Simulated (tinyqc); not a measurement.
Worked calculation: RKS/PBE0 in the sto-3g basis, for H3+, spin multiplicity 1. Computed by tinyqc, a small Python program that keeps every step (integrals from PySCF). Settings: charge = 1, multiplicity = 1, basis = sto-3g, energy threshold = 1e-08, iteration cap = 80, orthogonalisation = symmetric, start = core, DIIS depth = 0, method = RKS, functional = pbe0, grid = [20, 14]. Command: `OMP_NUM_THREADS=1 python tinyqc.py 28506 28507 out.jsonl` (the two numbers bound the seeds that draw the settings). One thread of a shared host (Intel(R) Xeon(R) Processor @ 2.60GHz), about 0.5 s of CPU time with the checks. Later iterations appear only in the table of the cycle.

## One-electron integrals

Geometry (angstrom):

| atom | x | y | z |
|---|---|---|---|
| H | 0.0000 | 0.0000 | 0.0000 |
| H | 0.0000 | 0.0000 | 1.5910 |
| H | 0.0000 | 1.5160 | 0.7960 |

Basis sto-3g: exponents (1/bohr^2) and contraction coefficients of normalised primitives:

| element | l (shell) | exponent | coefficient |
|---|---|---|---|
| H | s (1) | 3.4253 | 0.1543 |
| H | s (1) | 0.6239 | 0.5353 |
| H | s (1) | 0.1689 | 0.4446 |

Overlap, kinetic and nuclear-attraction integrals over the contracted functions; the nuclear repulsion is the sum of Za Zb / Rab.

nuclear repulsion = 0.950790 hartree

overlap S:
```
        1H 1s   2H 1s   3H 1s
1H 1s  1.0000  0.2250  0.1878
2H 1s  0.2250  1.0000  0.1879
3H 1s  0.1878  0.1879  1.0000
```

kinetic energy T (hartree):
```
         1H 1s    2H 1s    3H 1s
1H 1s   0.7600   0.0030  -0.0032
2H 1s   0.0030   0.7600  -0.0031
3H 1s  -0.0032  -0.0031   0.7600
```

nuclear attraction V (hartree):
```
         1H 1s    2H 1s    3H 1s
1H 1s  -1.8669  -0.3586  -0.2934
2H 1s  -0.3586  -1.8670  -0.2937
3H 1s  -0.2934  -0.2937  -1.8438
```

core Hamiltonian H = T + V (hartree):
```
         1H 1s    2H 1s    3H 1s
1H 1s  -1.1069  -0.3556  -0.2966
2H 1s  -0.3556  -1.1069  -0.2968
3H 1s  -0.2966  -0.2968  -1.0838
```

## Two-electron integrals

Functions are numbered as in S; the eight-fold symmetry (ij|kl) = (ji|kl) = (kl|ij) leaves the list below.

Two-electron integrals (ij|kl) in chemists' order, unique and non-zero (hartree):
```
(11|11) 0.7746   (21|11) 0.1176   (21|21) 0.0282   (22|11) 0.3278
(22|21) 0.1176   (22|22) 0.7746   (31|11) 0.0949   (31|21) 0.0190
(31|22) 0.0655   (31|31) 0.0191   (32|11) 0.0656   (32|21) 0.0190
(32|22) 0.0950   (32|31) 0.0161   (32|32) 0.0192   (33|11) 0.3061
(33|21) 0.0746   (33|22) 0.3062   (33|31) 0.0949   (33|32) 0.0950
(33|33) 0.7746
```

## Orthogonalisation

S = U s U^T; symmetric (Loewdin) form X = U s^(-1/2) U^T, so that X^T S X = 1.

eigenvalues of S: 0.7750  0.8240  1.4010

X:
```
         1H 1s    2H 1s    3H 1s
1H 1s   1.0295  -0.1064  -0.0835
2H 1s  -0.1064   1.0296  -0.0836
3H 1s  -0.0835  -0.0836   1.0233
```

## Starting guess

The start is the orbitals of the core Hamiltonian; D = 2 C_occ C_occ^T.

D at the start:
```
        1H 1s   2H 1s   3H 1s
1H 1s  0.5295  0.5298  0.4423
2H 1s  0.5298  0.5302  0.4426
3H 1s  0.4423  0.4426  0.3694
```

## Iteration 1: exchange-correlation on the grid

Becke grid with 20 radial and 14 angular points per atom, points of zero weight dropped. rho = sum D_ij phi_i phi_j; V_xc,ij = sum w v_xc phi_i phi_j plus the gradient terms; v_xc is d(rho eps)/d rho at fixed gradient. Exact exchange is left to K.

The 16 grid points with the largest w rho, of 830 (bohr, atomic units):

| x | y | z | w | rho | \|grad rho\|^2 | eps_xc | v_xc |
|---|---|---|---|---|---|---|---|
| -0.9220 | 0.9220 | 2.0846 | 0.7843 | 0.0182 | 0.0007 | -0.1867 | -0.2329 |
| 0.9220 | 0.9220 | 2.0846 | 0.7843 | 0.0182 | 0.0007 | -0.1867 | -0.2329 |
| 0.9220 | 0.9220 | 0.9220 | 0.7844 | 0.0182 | 0.0007 | -0.1866 | -0.2329 |
| -0.9220 | 0.9220 | 0.9220 | 0.7844 | 0.0182 | 0.0007 | -0.1866 | -0.2329 |
| 0.0000 | 1.2679 | 1.5042 | 0.5165 | 0.0270 | 3.64e-07 | -0.2103 | -0.2724 |
| -0.7103 | 0.7103 | 2.2963 | 0.4516 | 0.0298 | 0.0020 | -0.2159 | -0.2713 |
| 0.7103 | 0.7103 | 2.2963 | 0.4516 | 0.0298 | 0.0020 | -0.2159 | -0.2713 |
| 0.7103 | 0.7103 | 0.7103 | 0.4516 | 0.0297 | 0.0020 | -0.2158 | -0.2712 |
| -0.7103 | 0.7103 | 0.7103 | 0.4516 | 0.0297 | 0.0020 | -0.2158 | -0.2712 |
| 0.0000 | 0.0000 | 1.7763 | 0.3329 | 0.0402 | 0.0007 | -0.2355 | -0.3073 |
| 0.0000 | 0.0000 | 1.2302 | 0.3329 | 0.0401 | 0.0007 | -0.2355 | -0.3073 |
| 0.0000 | 0.0000 | 1.5969 | 0.3364 | 0.0372 | 1.02e-04 | -0.2310 | -0.3000 |
| 0.0000 | 0.0000 | 1.4096 | 0.3364 | 0.0372 | 1.01e-04 | -0.2310 | -0.3000 |
| 0.0000 | 1.6346 | 1.5042 | 0.3785 | 0.0304 | 3.77e-04 | -0.2167 | -0.2829 |
| -0.7103 | -0.7103 | 2.2963 | 0.4602 | 0.0237 | 0.0020 | -0.2053 | -0.2422 |
| 0.7103 | -0.7103 | 2.2963 | 0.4602 | 0.0237 | 0.0020 | -0.2053 | -0.2422 |

electrons on the grid, sum of w rho = 2.0000

E_xc = sum of w rho eps_xc = -0.431062 hartree

V_xc (hartree):
```
         1H 1s    2H 1s    3H 1s
1H 1s  -0.2936  -0.0573  -0.0457
2H 1s  -0.0573  -0.2937  -0.0458
3H 1s  -0.0457  -0.0458  -0.2690
```

## Iteration 1: building the Kohn-Sham matrix

J_ij = sum D_kl (ij|kl), K_ij = sum D_kl (ik|jl); F = H + J - 0.125 K + V_xc; E = tr D H + tr D J / 2 - 0.0625 tr D K + E_xc + E_nn.

Coulomb J (hartree):
```
        1H 1s   2H 1s   3H 1s
1H 1s  0.9637  0.2157  0.1714
2H 1s  0.2157  0.9640  0.1715
3H 1s  0.1714  0.1715  0.8576
```

exchange K (hartree):
```
        1H 1s   2H 1s   3H 1s
1H 1s  0.6576  0.3940  0.3242
2H 1s  0.3940  0.6582  0.3244
3H 1s  0.3242  0.3244  0.4915
```

Kohn-Sham matrix F (hartree):
```
         1H 1s    2H 1s    3H 1s
1H 1s  -0.5190  -0.2465  -0.2115
2H 1s  -0.2465  -0.5189  -0.2116
3H 1s  -0.2115  -0.2116  -0.5566
```

total energy of this density = -1.137329 hartree

## Iteration 1: diagonalisation and new density

Diagonalise F' = X^T F X, C = X C', fill 1 alpha and 1 beta electrons from the bottom; D = 2 C_occ C_occ^T. Each column has its largest component positive (the first on a tie).

F' = X^T F X (hartree):
```
         1        2        3
1  -0.4733  -0.1216  -0.0961
2  -0.1216  -0.4731  -0.0962
3  -0.0961  -0.0962  -0.5211
```

orbital energies (hartree): MO1 -0.6988, MO2 -0.4171, MO3 -0.3516

coefficients C:
```
          MO1      MO2      MO3
1H 1s  0.4677  -0.4642  -0.8025
2H 1s  0.4676  -0.4619   0.8040
3H 1s  0.5280   0.8845  -0.0013
```

D after iteration 1:
```
        1H 1s   2H 1s   3H 1s
1H 1s  0.4375  0.4373  0.4938
2H 1s  0.4373  0.4372  0.4937
3H 1s  0.4938  0.4937  0.5575
```

## Iteration 2: exchange-correlation on the grid

As before.

The 16 grid points with the largest w rho, of 830 (bohr, atomic units):

| x | y | z | w | rho | \|grad rho\|^2 | eps_xc | v_xc |
|---|---|---|---|---|---|---|---|
| 0.0000 | 1.2679 | 1.5042 | 0.5165 | 0.0291 | 9.50e-05 | -0.2145 | -0.2788 |
| 0.0000 | 1.6346 | 1.5042 | 0.3785 | 0.0367 | 0.0012 | -0.2287 | -0.2982 |
| -0.9220 | 0.9220 | 0.9220 | 0.7844 | 0.0174 | 0.0005 | -0.1838 | -0.2316 |
| 0.9220 | 0.9220 | 0.9220 | 0.7844 | 0.0174 | 0.0005 | -0.1838 | -0.2316 |
| 0.9220 | 0.9220 | 2.0846 | 0.7843 | 0.0174 | 0.0005 | -0.1838 | -0.2317 |
| -0.9220 | 0.9220 | 2.0846 | 0.7843 | 0.0174 | 0.0005 | -0.1838 | -0.2317 |
| 0.7103 | 0.7103 | 0.7103 | 0.4516 | 0.0270 | 0.0014 | -0.2093 | -0.2650 |
| -0.7103 | 0.7103 | 0.7103 | 0.4516 | 0.0270 | 0.0014 | -0.2093 | -0.2650 |
| -0.7103 | 0.7103 | 2.2963 | 0.4516 | 0.0270 | 0.0014 | -0.2093 | -0.2650 |
| 0.7103 | 0.7103 | 2.2963 | 0.4516 | 0.0270 | 0.0014 | -0.2093 | -0.2650 |
| 0.7103 | 2.1546 | 0.7940 | 0.4502 | 0.0267 | 0.0021 | -0.2104 | -0.2573 |
| -0.7103 | 2.1546 | 0.7940 | 0.4502 | 0.0267 | 0.0021 | -0.2104 | -0.2573 |
| -0.7103 | 2.1546 | 2.2145 | 0.4502 | 0.0267 | 0.0021 | -0.2104 | -0.2573 |
| 0.7103 | 2.1546 | 2.2145 | 0.4502 | 0.0267 | 0.0021 | -0.2104 | -0.2573 |
| -0.9220 | 1.9428 | 0.5822 | 0.7813 | 0.0151 | 0.0006 | -0.1783 | -0.2139 |
| 0.9220 | 1.9428 | 0.5822 | 0.7813 | 0.0151 | 0.0006 | -0.1783 | -0.2139 |

electrons on the grid, sum of w rho = 2.0013

E_xc = sum of w rho eps_xc = -0.430107 hartree

V_xc (hartree):
```
         1H 1s    2H 1s    3H 1s
1H 1s  -0.2811  -0.0553  -0.0466
2H 1s  -0.0553  -0.2811  -0.0467
3H 1s  -0.0466  -0.0467  -0.2952
```

## Iteration 2: building the Kohn-Sham matrix

As before.

Coulomb J (hartree):
```
        1H 1s   2H 1s   3H 1s
1H 1s  0.9142  0.2066  0.1745
2H 1s  0.2066  0.9142  0.1746
3H 1s  0.1745  0.1746  0.9524
```

exchange K (hartree):
```
        1H 1s   2H 1s   3H 1s
1H 1s  0.5772  0.3510  0.3451
2H 1s  0.3510  0.5771  0.3452
3H 1s  0.3451  0.3452  0.6502
```

Kohn-Sham matrix F (hartree):
```
         1H 1s    2H 1s    3H 1s
1H 1s  -0.5460  -0.2481  -0.2119
2H 1s  -0.2481  -0.5460  -0.2120
3H 1s  -0.2119  -0.2120  -0.5079
```

total energy of this density = -1.136735 hartree

## Iteration 2: diagonalisation and new density

As before.

F' = X^T F X (hartree):
```
         1        2        3
1  -0.5014  -0.1170  -0.0984
2  -0.1170  -0.5014  -0.0985
3  -0.0984  -0.0985  -0.4705
```

orbital energies (hartree): MO1 -0.7021, MO2 -0.3868, MO3 -0.3844

coefficients C:
```
          MO1      MO2      MO3
1H 1s  0.5163  -0.4184  -0.7979
2H 1s  0.5166  -0.3973   0.8085
3H 1s  0.4258   0.9379  -0.0125
```

D after iteration 2:
```
        1H 1s   2H 1s   3H 1s
1H 1s  0.5332  0.5334  0.4397
2H 1s  0.5334  0.5337  0.4399
3H 1s  0.4397  0.4399  0.3626
```

## Convergence

Stop when the energy changes by less than 1e-08 hartree and every element of the error matrix X^T (F D S - S D F) X is below 3e-05.

Course of the cycle:

| iteration | E (hartree) | change | largest element of the error matrix |
|---|---|---|---|
| 1 | -1.137329 | - | 4.27e-02 |
| 2 | -1.136735 | 5.94e-04 | 4.96e-02 |
| 3 | -1.136799 | -6.45e-05 | 4.59e-02 |
| 4 | -1.136086 | 7.13e-04 | 5.37e-02 |
| 5 | -1.136206 | -1.19e-04 | 4.92e-02 |
| 6 | -1.135357 | 8.49e-04 | 5.80e-02 |
| 7 | -1.135549 | -1.92e-04 | 5.25e-02 |
| 8 | -1.134546 | 1.00e-03 | 6.25e-02 |
| 9 | -1.134832 | -2.86e-04 | 5.59e-02 |
| 10 | -1.133655 | 1.18e-03 | 6.71e-02 |
| 11 | -1.134059 | -4.04e-04 | 5.93e-02 |
| 12 | -1.132691 | 1.37e-03 | 7.17e-02 |
| 13 | -1.133238 | -5.47e-04 | 6.27e-02 |
| 14 | -1.131664 | 1.57e-03 | 7.64e-02 |
| ... | ... | ... | ... |
| 67 | -1.121817 | -4.46e-03 | 9.56e-02 |
| 68 | -1.117310 | 4.51e-03 | 1.25e-01 |
| 69 | -1.121787 | -4.48e-03 | 9.57e-02 |
| 70 | -1.117273 | 4.51e-03 | 1.25e-01 |
| 71 | -1.121762 | -4.49e-03 | 9.57e-02 |
| 72 | -1.117242 | 4.52e-03 | 1.25e-01 |
| 73 | -1.121741 | -4.50e-03 | 9.58e-02 |
| 74 | -1.117216 | 4.53e-03 | 1.25e-01 |
| 75 | -1.121724 | -4.51e-03 | 9.58e-02 |
| 76 | -1.117195 | 4.53e-03 | 1.26e-01 |
| 77 | -1.121710 | -4.52e-03 | 9.58e-02 |
| 78 | -1.117178 | 4.53e-03 | 1.26e-01 |
| 79 | -1.121699 | -4.52e-03 | 9.59e-02 |
| 80 | -1.117163 | 4.54e-03 | 1.26e-01 |

PySCF RKS in the same basis, fine grid = -1.140638 hartree

Not converged within the cap of 80 iterations: the residual has stopped falling: the iteration swings between two states. Reruns (cap 100 unless said): DIIS 8: converged in 6; damping 0.5: converged in 20; level shift 0.5: converged in 7; atomic densities as start, DIIS 8: converged in 11; the original settings with a cap of 400: not converged.
